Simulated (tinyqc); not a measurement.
Inside a calculation. Method: Born-Oppenheimer dynamics on the UHF/sto-3g surface (energies and gradients from PySCF), for H3, spin multiplicity 2. Computed by tinyqc, a small Python program that keeps every step (integrals from PySCF). Settings: charge = 0, multiplicity = 2, basis = sto-3g, time step (fs) = 0.5, steps = 16. Command: `OMP_NUM_THREADS=1 python tinyqc.py 23409 23410 out.jsonl` (the two numbers bound the seeds that draw the settings). One thread of a shared host (Intel(R) Xeon(R) Processor @ 2.60GHz), about 0.9 s of CPU time with the checks.

positions (bohr):
```
            x          y          z
1H   0.011338  -0.052912   0.028346
2H   0.022677  -0.117163   1.683746
3H  -0.022677   1.523119  -0.461093
```

The total energy should stay constant up to terms of order dt^2; the step counts as short enough if it moves by less than 2 % of the largest kinetic energy.

Trajectory:
```
time (fs)  1H-2H (angstrom)  potential (hartree)  kinetic (hartree)  total (hartree)
0.000000           0.876680          -1.50197711         0.00040662      -1.50157049
0.500000           0.883356          -1.50434219         0.00272743      -1.50161477
1.000000           0.894249          -1.50921912         0.00753136      -1.50168776
1.500000           0.908574          -1.51545888         0.01369828      -1.50176060
2.000000           0.925509          -1.52188435         0.02007095      -1.50181340
2.500000           0.944369          -1.52760394         0.02576325      -1.50184069
3.000000           0.964745          -1.53211451         0.03026749      -1.50184702
3.500000           0.986574          -1.53524883         0.03340901      -1.50183982
4.000000           1.010179          -1.53706976         0.03524526      -1.50182450
4.500000           1.036273          -1.53778742         0.03598505      -1.50180237
5.000000           1.065978          -1.53773612         0.03596598      -1.50177014
5.500000           1.100858          -1.53742303         0.03570276      -1.50172027
6.000000           1.142972          -1.53764602         0.03600160      -1.50164442
6.500000           1.194890          -1.53962573         0.03807595      -1.50154978
7.000000           1.259485          -1.54489363         0.04338811      -1.50150552
7.500000           1.339156          -1.55427938         0.05260985      -1.50166952
8.000000           1.434270          -1.56573691         0.06362428      -1.50211263
```

Is the time step short enough?

Yes. The total energy moves within 6.1e-04 hartree, under 2 % of the largest kinetic energy.
